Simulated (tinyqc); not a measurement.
Inside a calculation. Model: electron mobility in a silicon inversion layer, empirical terms and Matthiessen rule.

Computed by the program tinyqc: `OMP_NUM_THREADS=1 python tinyqc.py 2510128 2510129 out.jsonl`, one thread of a shared Intel Xeon 2.30GHz, about 0.01 s for the whole run. Printed values are rounded.

Inversion layer of sheet density Ns on a uniformly doped body, under a high-permittivity gate with an interlayer. The mobility terms are empirical power laws with prefactors chosen for the exercise; adding their inverses (Matthiessen) is itself an approximation.

Parameters, values chosen for the exercise; material values close to those of silicon:

| symbol | value | unit | meaning |
|---|---|---|---|
| T | 300 | K | temperature |
| Eg | 1.13 | eV | band gap |
| eps_r | 11.9 |  | relative permittivity of the semiconductor |
| Nc | 2.79e19 | cm^-3 | conduction-band density of states at T |
| Nv | 2.63e19 | cm^-3 | valence-band density of states at T |
| Nb | 3.7e17 | cm^-3 | body doping |
| Vsb | 0 | V | reverse body bias |
| eta | 0.5 |  | weight of the inversion charge in the effective field |
| Cox | 0.66 | uF/cm^2 | gate capacitance |
| Ap | 455 | cm^2/(V s) | phonon-limited mobility at 1 MV/cm and 300 K |
| As | 979 | cm^2/(V s) | roughness-limited mobility at 1 MV/cm |
| gs | 2 |  | exponent of the roughness term |
| Ac | 2400 | cm^2/(V s) | Coulomb prefactor |
| Nit | 4.3e10 | cm^-2 | charge at the interface |
| Ar | 240 | cm^2/(V s) | remote-phonon mobility without interlayer |
| ti | 0.4 | nm | interlayer thickness |
| lr | 0.6 | nm | decay length of remote phonons |
| Ns | 5.8e11 | cm^-2 | inversion density |
| WL | 10 |  | ratio W/L |
| Vd | 0.01 | V | drain voltage |
| I | 1.61 | uA | measured linear current |

Constants: q = 1.602176634e-19 C, kB = 1.380649e-23 J/K, Vt = kB T/q, eps0 = 8.8541878128e-14 F/cm where lengths are in cm. Results are converted to the units shown.

## Depletion charge and effective field

ni = sqrt(Nc Nv) exp(-Eg/(2 Vt)), Eg in volts; Ndep = sqrt(2 eps0 eps_r Nb (2 Vt ln(Nb/ni) + Vsb)/q); E = q (Ndep + eta Ns)/(eps0 eps_r), in MV/cm.

ni = 8.73369e9 cm^-3
Ndep = 2.10211e12 cm^-2
E = 0.363744 MV/cm

The depletion charge gives 87.9 % of the field.

## Mobility terms and their sum

With t = T/(300 K): muC = Ac (Ns/1e12 cm^-2) t/(Nb/1e17 cm^-3 + Nit/1e11 cm^-2), muP = Ap E^(-1/3) t^(-1.75), muS = As E^(-gs), muR = Ar exp(2 ti/lr)/t; 1/mu is the sum of the inverses.

terms (cm^2/(V s)): Coulomb 337.046, phonon 637.401, roughness 7399.31, remote phonon 910.480
mu = 173.331 cm^2/(V s)
shares of 1/mu (%): Coulomb 51.4266, phonon 27.1935, roughness 2.34254, remote phonon 19.0374

The Coulomb term limits most.

## Iteration 1: inversion density for the measured current

Ns at the start = 2.9e11 cm^-2

I = (W/L) q Ns mu Vd. E = q (Ndep + eta Ns)/(eps0 eps_r) in MV/cm. With t = T/(300 K): muC = Ac (Ns/1e12 cm^-2) t/(Nb/1e17 cm^-3 + Nit/1e11 cm^-2), muP = Ap E^(-1/3) t^(-1.75), muS = As E^(-gs), muR = Ar exp(2 ti/lr)/t; 1/mu is the sum of the inverses. Ns(new) = I/((W/L) q mu Vd).

E = 0.341695 MV/cm
mu = 115.101 cm^2/(V s)
Ns after iteration 1 = 8.73042e11 cm^-2

## Iteration 2: inversion density for the measured current

As before.

E = 0.386024 MV/cm
mu = 207.388 cm^2/(V s)
Ns after iteration 2 = 4.84542e11 cm^-2

## Course of the iteration: inversion density for the measured current

Stop when Ns changes by less than 1e5 cm^-2, or after 120 iterations.

Course of the iteration:
```
iteration,Ns (cm^-2),|change| (cm^-2)
1,8.73042e11,5.83e11
2,4.84542e11,3.88e11
3,6.36890e11,1.52e11
4,5.54062e11,8.28e10
5,5.93272e11,3.92e10
6,5.73298e11,2.00e10
7,5.83120e11,9.82e9
8,5.78203e11,4.92e9
9,5.80643e11,2.44e9
...,...,...
16,5.79825e11,1.85e7
17,5.79834e11,9.19e6
18,5.79829e11,4.57e6
19,5.79832e11,2.28e6
20,5.79830e11,1.13e6
21,5.79831e11,5.64e5
22,5.79831e11,2.81e5
23,5.79831e11,1.40e5
24,5.79831e11,6.95e4
```

Converged in 24 iterations. At the end each change is about 0.50 times the one before, with alternating sign: linear convergence.

## Split C-V extraction

```
point,Vg (V),Cgc (uF/cm^2),I (uA)
0,0,2.31835e-5,2.27016e-10
1,0.1,4.34090e-4,7.96287e-8
2,0.2,0.00803923,2.75587e-5
3,0.3,0.123863,0.00759859
4,0.4,0.536137,0.374499
5,0.5,0.651961,1.77720
6,0.6,0.659566,3.62871
7,0.7,0.659977,5.58242
8,0.8,0.659999,7.53689
9,0.9,0.660000,9.45327
10,1,0.660000,11.3144
11,1.1,0.660000,13.1123
12,1.2,0.660000,14.8436
```

Q(Vg) is the trapezoid sum of Cgc from the first point (where Q is taken as 0); mu_eff = I/((W/L) Q Vd); mu_FE = (dI/dVg)/((W/L) Cox Vd) with a backward difference. Listed from point 4 on.

```
point,Q (uC/cm^2),mu_eff (cm^2/(V s)),mu_FE (cm^2/(V s))
4,0.0400416,93.5274,55.5910
5,0.0994465,178.709,212.530
6,0.165023,219.891,280.532
7,0.231,241.663,296.017
8,0.296999,253.768,296.131
9,0.362999,260.422,290.362
10,0.428999,263.739,281.987
11,0.494999,264.896,272.414
12,0.560999,264.593,262.317
```

At the last point mu_FE is 0.86 % below mu_eff.
